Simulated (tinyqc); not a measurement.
Inside a calculation. Method: empirical pseudopotential in a few plane waves. Computed by tinyqc, a small Python program that keeps every step. Settings: plane-wave index or count = 15. Command: `OMP_NUM_THREADS=1 python tinyqc.py 26280 26281 out.jsonl` (the two numbers bound the seeds that draw the settings). One thread of a shared host (Intel(R) Xeon(R) Processor @ 2.60GHz), about 0.2 s of CPU time with the checks.

## Bloch Hamiltonian at k

Parameters chosen for this model: fcc lattice, atoms at +/- a/8 (1,1,1); form factors in rydberg at |G|^2 in units of (2 pi/a)^2:

| parameter | value | unit |
|---|---|---|
| a | 5.840000 | angstrom |
| VS(3) | -0.258000 | Ry |
| VS(8) | 0.044000 | Ry |
| VS(11) | 0.038000 | Ry |
| VA(3) | 0 | Ry |
| VA(4) | 0 | Ry |
| VA(11) | 0 | Ry |
| hbar^2/2m (2 pi/a)^2 | 4.410187 | eV |

k point k (2 pi / a): 0.1500  0.0300  0.0900

Basis: the 15 shortest G (labels in 2 pi/a), the same at every k. H(G,G') = c |k + G|^2 delta + VS(|G-G'|^2) cos((G-G').tau) + i VA sin((G-G').tau), tau = a/8 (1,1,1); 1 Ry = 13.605693 eV.

H(k) at k (eV):
```
         +0+0+0   -1-1-1   -1-1+1   -1+1-1   -1+1+1   +1-1-1   +1-1+1   +1+1-1
+0+0+0   0.1389   2.4821  -2.4821  -2.4821  -2.4821  -2.4821  -2.4821  -2.4821
-1-1-1   2.4821  10.9880   0.0000   0.0000  -0.5987   0.0000  -0.5987  -0.5987
-1-1+1  -2.4821   0.0000  12.5756   0.5987   0.0000   0.5987   0.0000   0.0000
-1+1-1  -2.4821   0.0000   0.5987  11.5172   0.0000   0.5987   0.0000   0.0000
-1+1+1  -2.4821  -0.5987   0.0000   0.0000  13.1049   0.0000   0.5987   0.5987
+1-1-1  -2.4821   0.0000   0.5987   0.5987   0.0000  13.6341   0.0000   0.0000
+1-1+1  -2.4821  -0.5987   0.0000   0.0000   0.5987   0.0000  15.2218   0.5987
+1+1-1  -2.4821  -0.5987   0.0000   0.0000   0.5987   0.0000   0.5987  14.1633
+1+1+1   2.4821   0.0000  -0.5987  -0.5987   0.0000  -0.5987   0.0000   0.0000
-2+0+0   0.0000  -2.4821  -2.4821  -2.4821   2.4821   0.3656  -0.3656  -0.3656
+0-2+0   0.0000  -2.4821  -2.4821   0.3656  -0.3656  -2.4821   2.4821  -0.3656
+0+0-2   0.0000  -2.4821   0.3656  -2.4821  -0.3656  -2.4821  -0.3656   2.4821
+0+0+2   0.0000  -0.3656   2.4821  -0.3656  -2.4821  -0.3656  -2.4821   0.3656
+0+2+0   0.0000  -0.3656  -0.3656   2.4821  -2.4821  -0.3656   0.3656  -2.4821
+2+0+0   0.0000  -0.3656  -0.3656  -0.3656   0.3656   2.4821  -2.4821  -2.4821

         +1+1+1   -2+0+0   +0-2+0   +0+0-2   +0+0+2   +0+2+0   +2+0+0
+0+0+0   2.4821   0.0000   0.0000   0.0000   0.0000   0.0000   0.0000
-1-1-1   0.0000  -2.4821  -2.4821  -2.4821  -0.3656  -0.3656  -0.3656
-1-1+1  -0.5987  -2.4821  -2.4821   0.3656   2.4821  -0.3656  -0.3656
-1+1-1  -0.5987  -2.4821   0.3656  -2.4821  -0.3656   2.4821  -0.3656
-1+1+1   0.0000   2.4821  -0.3656  -0.3656  -2.4821  -2.4821   0.3656
+1-1-1  -0.5987   0.3656  -2.4821  -2.4821  -0.3656  -0.3656   2.4821
+1-1+1   0.0000  -0.3656   2.4821  -0.3656  -2.4821   0.3656  -2.4821
+1+1-1   0.0000  -0.3656  -0.3656   2.4821   0.3656  -2.4821  -2.4821
+1+1+1  15.7510  -0.3656  -0.3656  -0.3656  -2.4821  -2.4821  -2.4821
-2+0+0  -0.3656  15.1336   0.5987   0.5987  -0.5987  -0.5987   0.0000
+0-2+0  -0.3656   0.5987  17.2504   0.5987  -0.5987   0.0000  -0.5987
+0+0-2  -0.3656   0.5987   0.5987  16.1920   0.0000  -0.5987  -0.5987
+0+0+2  -2.4821  -0.5987  -0.5987   0.0000  19.3673   0.5987   0.5987
+0+2+0  -2.4821  -0.5987   0.0000  -0.5987   0.5987  18.3089   0.5987
+2+0+0  -2.4821   0.0000  -0.5987  -0.5987   0.5987   0.5987  20.4258
```

## Levels at k

Diagonalise the Hermitian matrix.

eigenvalues (eV): -2.6524  7.5505  8.6398  8.8031  10.8917  12.6182  12.9370  13.1360  16.1144  16.4688  18.3157  21.1476  21.6437  22.0573  26.1014

## Bands along a path

The same steps at evenly spaced points between the labelled ones.

Bands along the path (eV), lowest eight:

| k | band 1 | band 2 | band 3 | band 4 | band 5 | band 6 | band 7 | band 8 |
|---|---|---|---|---|---|---|---|---|
| L | -0.6253 | 2.4214 | 8.1382 | 8.1382 | 10.7149 | 13.6182 | 13.6182 | 18.6456 |
| L-G 0.20 | -1.1582 | 3.0911 | 8.1323 | 8.1323 | 10.6874 | 13.5205 | 13.5205 | 18.3474 |
| L-G 0.40 | -1.8056 | 4.3204 | 8.2735 | 8.2735 | 10.8185 | 13.5099 | 13.5099 | 16.3373 |
| L-G 0.60 | -2.3292 | 5.8459 | 8.5222 | 8.5222 | 10.9908 | 13.3019 | 13.3019 | 14.3871 |
| L-G 0.80 | -2.6581 | 7.5361 | 8.7895 | 8.7895 | 10.7491 | 12.8608 | 12.8608 | 12.9790 |
| G | -2.7696 | 8.9146 | 8.9146 | 8.9146 | 9.7831 | 12.6319 | 12.6319 | 12.6319 |
| G-X 0.20 | -2.6206 | 7.4393 | 8.5675 | 8.5675 | 11.2531 | 12.3568 | 13.2244 | 13.2244 |
| G-X 0.40 | -2.1758 | 5.6955 | 7.9250 | 7.9250 | 11.8409 | 12.4957 | 14.5945 | 14.5945 |
| G-X 0.60 | -1.4421 | 4.0554 | 7.3838 | 7.3838 | 11.4595 | 12.1521 | 16.3272 | 16.3272 |
| G-X 0.80 | -0.4316 | 2.5554 | 7.0826 | 7.0826 | 11.3818 | 11.4203 | 18.2756 | 18.2756 |
| X | 0.8380 | 1.2311 | 7.0727 | 7.0727 | 10.9634 | 11.6859 | 20.4082 | 20.4082 |

With 4 band(s) filled, the highest filled level on these points lies at G and the lowest empty one at G: a gap of 0.8685 eV, direct. This holds for the small fixed basis; with all plane waves up to |k + G|^2 = 21 (2 pi/a)^2 the gap along the path is 1.35 eV.

## Convergence with the number of plane waves

Levels at G counted from the fourth one.

Levels (eV):

| plane waves | level 1 | level 5 | level 8 |
|---|---|---|---|
| 9 | -15.4015 | 0 | 2.3946 |
| 15 | -11.6842 | 0.8685 | 3.7173 |
| 27 | -11.1397 | 1.4162 | 3.2729 |
| 51 | -11.1384 | 1.5310 | 3.3745 |
| 59 | -11.1572 | 1.5573 | 3.2149 |
| 65 | -11.1638 | 1.5573 | 3.1970 |
| 89 | -11.1418 | 1.5406 | 3.2148 |
